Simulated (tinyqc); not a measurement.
# Worked calculation: all-pass ring resonator

Numbers from tinyqc (`OMP_NUM_THREADS=1 python tinyqc.py 2650108 2650109 out.jsonl`; about 0.01 s on one thread of a shared Intel Xeon 2.30GHz). Printed values are rounded.

A ring of length L = 2 pi Rr coupled to one bus waveguide: round-trip amplitude a = 10^(-al L/20), self-coupling t = sqrt(1 - k2). At detuning d from the resonance the round-trip phase is p = 2 pi d/FSR and the transmission T = (a^2 - 2 a t cos p + t^2)/(1 - 2 a t cos p + a^2 t^2). Lossless coupler, linear absorption only.

Inputs (values chosen for the exercise); values close to those of silicon waveguides:
```
symbol    value   unit                                     meaning
lam        1550     nm                   cold resonance wavelength
Rr            5     um                                 ring radius
ng         4.02                                        group index
al            7  dB/cm                            propagation loss
k2       0.0074                                     power coupling
dT      0.00017    1/K  thermo-optic change of the effective index
Rt            4   K/mW                          thermal resistance
fa         0.85              share of the loss that heats the ring
Pin       0.088     mW                                 input power
dl           38     pm      laser detuning from the cold resonance
```

Constants: c = 299792458 m/s. Results are converted to the units shown.

## Resonance parameters

FSR = lam^2/(ng L), finesse F = pi sqrt(a t)/(1 - a t), FWHM = FSR/F, Q = lam/FWHM, Tmin = (a - t)^2/(1 - a t)^2, power build-up k2 a^2/(1 - a t)^2, optical bandwidth c/(lam Q).

a = 0.997471
t = 0.996293
FSR = 19.0234 nm
F = 503.010
FWHM = 37.8191 pm
Q = 40984.6
Tmin = -14.4596 dB
build-up = 189.932
bandwidth = 4.71920 GHz

The ring is overcoupled; critical coupling needs k2 = 1 - a^2 = 0.00505.

## Iteration 1: thermal shift of the resonance

s at the start = 0 pm

T is the transmission at d = dl - s, p = 2 pi d/FSR; out = (lam dT/ng) Rt fa (1 - T) Pin; s(new) = out.

d = 38 pm
T = 0.808629
out = 3.75313 pm
s after iteration 1 = 3.75313 pm

## Iteration 2: thermal shift of the resonance

As before.

d = 34.2469 pm
T = 0.774723
out = 4.41807 pm
s after iteration 2 = 4.41807 pm

## Course of the iteration: thermal shift of the resonance

Stop when s changes by less than 1e-7 pm, or after 200 iterations.

Course of the iteration:
```
iteration   s (pm)  |change| (pm)
1          3.75313           3.75
2          4.41807          0.665
3          4.55223          0.134
4          4.57996         0.0277
5          4.58572        5.76e-3
6          4.58691        1.20e-3
7          4.58716        2.49e-4
8          4.58722        5.18e-5
9          4.58723        1.08e-5
10         4.58723        2.24e-6
11         4.58723        4.66e-7
12         4.58723        9.69e-8
```

Converged in 12 iterations. At the end each change is about 0.21 times the one before: linear convergence. The equation has 1 root(s).
